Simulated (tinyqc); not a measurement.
# Worked calculation: admittance spectroscopy of a deep trap

Program tinyqc, `OMP_NUM_THREADS=1 python tinyqc.py 2050054 2050055 out.jsonl`; Intel Xeon 2.30GHz, shared host, one thread, about 0.01 s. Printed values are rounded.

Schottky contact on an n-type layer with shallow donors Nd (all ionised) and a donor-like deep trap, neutral when filled and positive when empty; depletion approximation. Traps within lam of the depletion edge stay filled. The traps at xt = W - lam, where the level crosses the Fermi level, follow a slow signal and not a fast one. w = 2 pi f.

Values chosen for this exercise; material values close to those of silicon: relative permittivity eps_r = 11.6; conduction-band density of states at 300 K Nc = 2.76e19 cm^-3; thermal velocity at 300 K vth = 2.3e7 cm/s; shallow donor density Nd = 6.9e16 cm^-3; built-in voltage Vbi = 0.74 V; depth of the trap below the conduction edge Et = 0.43 eV; capture cross-section sn = 1.6e-17 cm^2; trap density Nt = 2.1e16 cm^-3; reverse bias Vr = 1.5 V; signal frequency f = 470 Hz; temperature T = 312 K.

Constants: q = 1.602176634e-19 C, kB = 1.380649e-23 J/K, eps0 = 8.8541878128e-14 F/cm where lengths are in cm. Results are converted to the units shown.

## Widths and limiting capacitances

lam = sqrt(2 eps0 eps_r (EF - ET)/(q Nd)), EF - ET = Et - (kB T/q) ln(Nc(T)/Nd), Nc(T) = Nc (T/300 K)^1.5. In the steady state at the band bending V, 2 eps0 eps_r V/q = Nd W^2 + Nt (W - lam)^2 (the second term only if W > lam). V = Vbi + Vr. C_HF = eps0 eps_r/W, C_LF = eps0 eps_r (Nd + Nt)/(Nd W + Nt xt).

lam = 70.4796 nm
W = 192.575 nm
xt = 122.096 nm
C_HF = 53.3343 nF/cm^2
C_LF = 58.3141 nF/cm^2

The step is 9.34 % of C_HF.

## Admittance at the signal frequency

Emission rate en = sn vth(T) Nc(T) exp(-Et/kB T) = sn g T^2 exp(-Et/kB T), g = vth Nc/(300 K)^2, as vth goes as T^0.5 and Nc as T^1.5 (degeneracy factor 1). Inflection frequency w0 = 2 en [1 + Nt xt/(Nd W)]; C = C_HF + (C_LF - C_HF)/(1 + (w/w0)^2), G/w = (C_LF - C_HF)(w/w0)/(1 + (w/w0)^2).

en = 1244.44 1/s
w0/(2 pi) = 472.554 Hz
C = 55.8377 nF/cm^2
G/w = 2.48987 nF/cm^2

The signal lies near the inflection, where the loss is largest.
